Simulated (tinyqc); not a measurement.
# Worked calculation: drifting, spreading and decaying minority pulse (Haynes-Shockley), explicit time steps

Computed by the program tinyqc: `OMP_NUM_THREADS=1 python tinyqc.py 2310021 2310022 out.jsonl`, one thread of a shared Intel Xeon 2.30GHz, about 0.01 s for the whole run. Printed values are rounded.

Low injection in a uniform field: dn/dt = D d2n/dx2 - v dn/dx - n/tau with D = mu Vt and v = mu F towards +x. Exact solution on an infinite bar for a Gaussian start at x0: n = N0 exp(-t/tau) exp(-(x - x0 - v t)^2/(2 s^2))/sqrt(2 pi s^2), s^2 = s0^2 + 2 D t.

Values chosen for this exercise; mobility close to that of silicon at room temperature: temperature T = 250 K; minority-carrier mobility mu = 1360 cm^2/(V s); sweep field along the drift F = 2.2 V/cm; mesh step hx = 120 um; lifetime tau = 6.2e-5 s; injected sheet density N0 = 9e10 cm^-2; time step dt = 1.3e-6 s; initial width (standard deviation) s0 = 120 um.

Constants: q = 1.602176634e-19 C, kB = 1.380649e-23 J/K, Vt = kB T/q. Results are converted to the units shown.

## Coefficients of the scheme

Exponentially fitted fluxes: d = F hx/Vt, B(d) = d/(exp(d) - 1), k = D dt/hx^2; (L n)_i = a n_(i-1) + b n_i + c n_(i+1) with a = k B(-d), c = k B(d), b = -a - c - dt/tau. Explicit steps keep n positive for dt up to 1/[(D/hx^2)(B(d) + B(-d)) + 1/tau].

D = 29.2989 cm^2/s
v = 2992 cm/s
d = 1.22544
a = 0.458871
b = -0.614577
c = 0.134738
positivity limit of dt = 2.11528e-6 s

dt is 0.61 times the explicit limit. On this mesh the fitted flux acts like a diffusion coefficient (d/2) coth(d/2) D = 1.12 D for a travelling pulse, before the error of the time steps.

## Initial pulse

Nodes x_i = i hx, i = 1 to 11, n = 0 at nodes 0 and 12; the Gaussian at t = 0 with x0 = 4 hx.

| node | n at t = 0 (1e12 cm^-3) |
|---|---|
| 1 | 0.03324 |
| 2 | 0.40493 |
| 3 | 1.81478 |
| 4 | 2.99207 |
| 5 | 1.81478 |
| 6 | 0.40493 |
| 7 | 0.03324 |
| 8 | 0.00100 |
| 9 | 0.00001 |
| 10 | 0.00000 |
| 11 | 0.00000 |

## Step 1: densities after a time step

(L n)_i = a n_(i-1) + b n_i + c n_(i+1), n = 0 beyond the ends. Explicit step: n(new) = n + L n.

| node | n at t = 1 dt (1e12 cm^-3) |
|---|---|
| 1 | 0.06737 |
| 2 | 0.41584 |
| 3 | 1.28841 |
| 4 | 2.23048 |
| 5 | 2.12699 |
| 6 | 0.99330 |
| 7 | 0.19876 |
| 8 | 0.01564 |
| 9 | 0.00046 |
| 10 | 0.00001 |
| 11 | 0.00000 |

## Step 2: densities after a time step

As before.

| node | n at t = 2 dt (1e12 cm^-3) |
|---|---|
| 1 | 0.08200 |
| 2 | 0.36479 |
| 3 | 0.98793 |
| 4 | 1.73748 |
| 5 | 1.97713 |
| 6 | 1.38564 |
| 7 | 0.53451 |
| 8 | 0.09730 |
| 9 | 0.00736 |
| 10 | 0.00022 |
| 11 | 0.00000 |

## Course in time

The same steps, now on nodes 1 to 60 (n = 0 at nodes 0 and 61), for 24 steps; centre = sum x n/sum n. Deviations are from the exact pulse, as a share of its largest value on the nodes; a run counts as stable if they stay under 100 %.

Course of the iteration:

| step | hx sum n (cm^-2) | centre (um) | most negative n (cm^-3), 0 if none | largest deviation (% of the peak) |
|---|---|---|---|---|
| 1 | 8.80472e10 | 520.111 | 0 | 3.77 |
| 2 | 8.60922e10 | 560.549 | 0 | 5.29 |
| 3 | 8.41544e10 | 601.224 | 0 | 5.09 |
| 4 | 8.22593e10 | 641.970 | 0 | 5.45 |
| 5 | 8.04164e10 | 682.700 | 0 | 5.71 |
| 6 | 7.86275e10 | 723.373 | 0 | 5.20 |
| 7 | 7.68914e10 | 763.970 | 0 | 5.72 |
| 8 | 7.52055e10 | 804.487 | 0 | 5.55 |
| 9 | 7.35669e10 | 844.923 | 0 | 5.56 |
| ... | ... | ... | ... | ... |
| 16 | 6.32188e10 | 1126.22 | 0 | 5.50 |
| 17 | 6.18787e10 | 1166.23 | 0 | 5.68 |
| 18 | 6.05690e10 | 1206.20 | 0 | 5.63 |
| 19 | 5.92888e10 | 1246.14 | 0 | 5.57 |
| 20 | 5.80370e10 | 1286.06 | 0 | 5.78 |
| 21 | 5.68129e10 | 1325.96 | 0 | 5.84 |
| 22 | 5.56155e10 | 1365.84 | 0 | 5.88 |
| 23 | 5.44442e10 | 1405.70 | 0 | 5.99 |
| 24 | 5.32983e10 | 1445.55 | 0 | 6.11 |

The run is stable. After 24 steps the deviation is 6.1 % of the peak. From step 1 to the last the centre has moved at 1.03 v and the content is 2.0 % below N0 exp(-t/tau). On an endless mesh these steps would give a speed of 1.02 v and a content of 0.995 times the exact one, from dt/tau = 0.0210 alone; the rest comes from the absorbing ends.
